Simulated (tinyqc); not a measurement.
Pi bands of a honeycomb layer in tight binding: sweeps and comparisons. A value that a table varies takes the place of the one given here.

Lattice vectors a (1,0) and a (1/2, sqrt3/2); f = exp(i ky a/sqrt3) + 2 cos(kx a/2) exp(-i ky a/(2 sqrt3)), w = |f|. H = [[D - t2 F, -t f], [., -D - t2 F]] with F = w^2 - 3, S = [[1, s0 f], [., 1]]; the levels solve det(H - E S) = 0. K = (4 pi/3a, 0), M = (pi/a, pi/(sqrt3 a)); w = 3, 1, 0 at Gamma, M, K.

Constants: hbar^2/2m0 = 3.80998211 eV angstrom^2.

Values chosen for the exercise (of the size used for graphene; shifted at random, so the results belong to these values and not to a real crystal): a = 2.46 angstrom (lattice constant); t = 2.98 eV (nearest hopping); t2 = 0 eV (second-neighbour hopping); s0 = 0 (overlap of neighbours); D = 0.082 eV (+D on A, -D on B).

## How far the cone holds

Upper and lower levels at distance q from K towards Gamma (-x) and towards M (+x), measured from 3 t2; cone: sqrt(D^2 + (hbar v q)^2), hbar v = (sqrt3/2) a (t + 3 t2 s0).

Levels (eV):
```
q (1/angstrom)    cone  upper, to Gamma  lower, to Gamma  upper, to M  lower, to M
0.02            0.1511           0.1519          -0.1519       0.1504      -0.1504
0.05            0.3279           0.3331          -0.3331       0.3222      -0.3222
0.10            0.6401           0.6609          -0.6609       0.6162      -0.6162
0.15            0.9558           1.0008          -1.0008       0.9001      -0.9001
0.20            1.2724           1.3492          -1.3492       1.1701      -1.1701
0.30            1.9064           2.0639          -2.0639       1.6631      -1.6631
0.40            2.5408           2.7929          -2.7929       2.0864      -2.0864
0.60            3.8101           4.2489          -4.2489       2.6986      -2.6986
```

At q = 0.2 the upper band lies +77 meV from the cone towards Gamma and -102 meV towards M; half their difference, 90 meV, is the trigonal warping, steeper towards Gamma, and their mean, -13 meV, comes from the bending of the band. All four values stay within 5 % of the cone up to q = 0.1. Upper and lower bands are mirror images.

## Fermi level against carrier density

hbar v = 6.34866 eV angstrom

Cone with four flavours: n = kF^2/pi, EF = sqrt(D^2 + (hbar v kF)^2), density of states 2 EF/(pi (hbar v)^2), quantum capacitance e^2 times it (1 e^2/(eV angstrom^2) = 1602.177 microF/cm^2), cyclotron mass 2c EF/(hbar v)^2, c = hbar^2/2m0; 1e12/cm^2 = 1e-4/angstrom^2.

Filling:
```
n (1e12/cm^2)  kF (1/angstrom)  EF (eV)  Cq (microF/cm^2)  cyclotron mass (m0)
0.10                   0.00560   0.0894             2.262               0.0169
0.25                   0.00886   0.0994             2.517               0.0188
0.50                   0.01253   0.1143             2.891               0.0216
1.00                   0.01772   0.1392             3.524               0.0263
2.00                   0.02507   0.1790             4.530               0.0338
4.00                   0.03545   0.2395             6.062               0.0453
10.00                  0.05605   0.3652             9.241               0.0690
20.00                  0.07927   0.5099            12.903               0.0964
```

From 1 to 4e12/cm^2 EF rises by a factor 1.720, less than two because the gap 2D = 0.164 eV still counts. Capacitance and mass grow in proportion to EF counted from mid-gap, so hardly at all while a large gap term dominates it; in a parabolic band both are constant; Cq is 3.52 microF/cm^2 at 1e12/cm^2, against 3.45 for 1 nm of a dielectric with eps = 3.9.

## What each parameter does

Gap at K, difference at M, and the two levels at Gamma, from (e - E)^2 - D^2 - (t + s0 E)^2 w^2 = 0, e = -t2 (w^2 - 3). Each row changes one parameter from the base and keeps the others.

Results:
```
case                 gap at K (eV)  difference at M (eV)  lower at Gamma (eV)  upper at Gamma (eV)
base                        0.1640                5.9623              -8.9404               8.9404
t = 3.129 eV                0.1640                6.2601              -9.3874               9.3874
t2 = 0.05 eV                0.1640                5.9623              -9.2404               8.6404
s0 = 0.03                   0.1640                5.9676              -8.2022               9.8246
D = 0.182 eV                0.3640                5.9711              -8.9419               8.9419
a = 2.5092 angstrom         0.1640                5.9623              -8.9404               8.9404
```

The largest shifts from the base row, up to three for each result and ties (the steps differ in size, so this ranks the rows, not the parameters). gap at K (eV): D +0.2000; unchanged at the printed digits by t, t2, s0 and a. difference at M (eV): t +0.2979, D +0.0088, s0 +0.0054; unchanged at the printed digits by t2 and a. lower at Gamma (eV): s0 +0.7382, t -0.4470, t2 -0.3000; unchanged at the printed digits by a. upper at Gamma (eV): s0 +0.8842, t +0.4470, t2 -0.3000; unchanged at the printed digits by a. At points fixed by symmetry a drops out; the gap at K is 2D whatever the hoppings.

Program tinyqc; command `OMP_NUM_THREADS=1 python tinyqc.py 1480944 1480945 out.jsonl`; about 0.01 s on one thread of a shared Intel(R) Xeon(R) Processor @ 2.30GHz.
